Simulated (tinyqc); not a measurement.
Polytypes and stacking faults of a tetrahedral semiconductor in an axial Ising model with couplings up to third neighbours. Changing the temperature T. Computed by tinyqc, a small Python program. Command: `OMP_NUM_THREADS=1 python tinyqc.py 3022612 3022613 out.jsonl polytype sweep`. One thread of a shared host (Intel(R) Xeon(R) Processor @ 2.30GHz), about 0.02 s of CPU time with the checks.

Each double layer has s = +1 or -1 for the sense of its stacking step; E per pair of atoms = E0 - sum_n J_n <s_i s_(i+n)>, n = 1, 2, 3. Hexagonality h = (1 - <s_i s_(i+1)>)/2.

Inputs (values chosen for the exercise, of the order of those of GaN for J, a, G and the gaps):

| quantity | value | unit |
|---|---|---|
| J1 | -5.2 | meV/pair |
| J2 | -0.428 | meV/pair |
| J3 | 0.1 | meV/pair |
| basal lattice constant a | 3.19 | angstrom |
| binding energy of the fault level E_b | 0.052 | eV |
| in-plane mass m | 0.26 | m0 |
| effective density of states N_c at 300 K | 3.3e+19 | 1/cm^3 |
| electron density n | 3.4e+18 | 1/cm^3 |

Host polytype: 2H.

fault coefficients k_n:
```
    J1  J2  J3
I1  -2   4  -6
I2  -4   4  -4
E   -6   4  -6
```

Constants: 1 eV/angstrom^2 = 16.02176634 J/m^2; m_0 = 9.1093837015e-31 kg; hbar = 1.054571817e-34 J s; k_B = 1.380649e-23 J/K; k_B = 8.617333262e-05 eV/K.

Method:
- Faults in 2H: the sequences I1 (+), I2 (++), E (+++) are put between perfect repeats; k_n = (layers x C_n of the host) - sum_i s_i s_(i+n). gamma = sum k_n J_n/A, A = (sqrt 3/2) a^2; 1 meV/angstrom^2 = 16.02177 mJ/m^2.
- The fault binds electrons in a two-dimensional band E_b below the conduction edge, g2 = m m0/(pi hbar^2) for one valley. With the Fermi level held by the bulk, eta = ln[n/N_c(T)], N_c(T) = N_c (T/300)^1.5, the grand potential falls by g2 (k_B T)^2 F1(x), x = eta + E_b/(k_B T), F1(x) = integral from 0 to infinity of ln(1 + exp(x - t)) dt; sheet density g2 k_B T ln(1 + e^x). Band bending by the trapped charge is left out, so the gain is an upper bound.
- Net fault energy = gamma of the I2 fault less the electronic gain.

One run for each value:

| temperature T (K) | electronic gain (mJ/m^2) | sheet density (1/cm^2) | net fault energy (mJ/m^2) | x |
|---|---|---|---|---|
| 250 | 0.093335 | 2.1567e+12 | 33.882 | 0.4145 |
| 406 | 0.057658 | 9.6554e+11 | 33.917 | -1.2403 |
| 562 | 0.046649 | 5.8475e+11 | 33.928 | -2.1406 |
| 719 | 0.042266 | 4.1920e+11 | 33.933 | -2.7446 |
| 875 | 0.040371 | 3.3082e+11 | 33.935 | -3.1888 |
| 1030 | 0.039600 | 2.7648e+11 | 33.936 | -3.5372 |
| 1190 | 0.039413 | 2.3861e+11 | 33.936 | -3.8325 |
| 1340 | 0.039559 | 2.1292e+11 | 33.936 | -4.0674 |
| 1500 | 0.039925 | 1.9212e+11 | 33.935 | -4.2846 |

Over the rows, electronic gain (mJ/m^2) goes from 0.0933 through a minimum among these rows, 0.0394 at 1190, to 0.0399; sheet density (1/cm^2) falls from 2.16e12 to 1.92e11 (exponent d ln y / d ln x -1.7 between the first rows and -0.91 between the last); net fault energy (mJ/m^2) goes from 33.9 through a maximum among these rows, 33.9 at 1190, to 33.9.

Extremes, crossings and ranges named in words are read from the listed rows.
